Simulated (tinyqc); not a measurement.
Front-illuminated p-i-n photodiode, quantum efficiency and bandwidth: one step of the calculation.

Light enters through a p layer (0 to xp), a depleted layer (xp to xp + wi) and a thick n substrate, decaying as exp(-al x); one pass, no back reflection. Carriers made in the depleted layer are all collected; those in the neutral layers diffuse.

Task. Response at one frequency. Drift response for pairs made in the depleted layer, a = al wi, g = 1 - exp(-a), u = 2 pi i f, te = wi/ve, th = wi/vh: electrons He = [g - a (exp(-a) - exp(-u te))/(u te - a)]/(u te g), holes Hh = [g - a (1 - exp(-a - u th))/(a + u th)]/(u th g); C = eps0 eps_r pi (dia/2)^2/wi + Cp; total |He + Hh|/sqrt(1 + (2 pi f RL C)^2), for the current of the depleted layer alone.

Inputs (values chosen for the exercise); values close to those of 4H silicon carbide at this wavelength: absorption coefficient al = 15000 1/cm; relative permittivity eps_r = 9.86; thickness of the depleted layer wi = 1.9 um; electron drift velocity ve = 1.94e7 cm/s; hole drift velocity vh = 1.41e7 cm/s; diameter dia = 17 um; load resistance RL = 50 ohm; parasitic capacitance Cp = 7 fF; modulation frequency f = 45 GHz.

Constants: eps0 = 8.8541878128e-14 F/cm where lengths are in cm. Results are converted to the units shown.

Wanted: te; th; He; Hh; |He + Hh|; C; total response.

Result.

te = 9.7938 ps
th = 13.475 ps
He = 0.26126-0.48646i
Hh = 0.14327-0.16277i
|He + Hh| = 0.76495
C = 17.429 fF
total response = 0.74273

The drift response alone falls to 1/sqrt(2) at 51.0 GHz and the RC term alone at 183 GHz; together they give 48.5 GHz.

Computed by the program tinyqc: `OMP_NUM_THREADS=1 python tinyqc.py 2250010 2250011 out.jsonl`, one thread of a shared Intel Xeon 2.30GHz, about 0.01 s for the whole run.
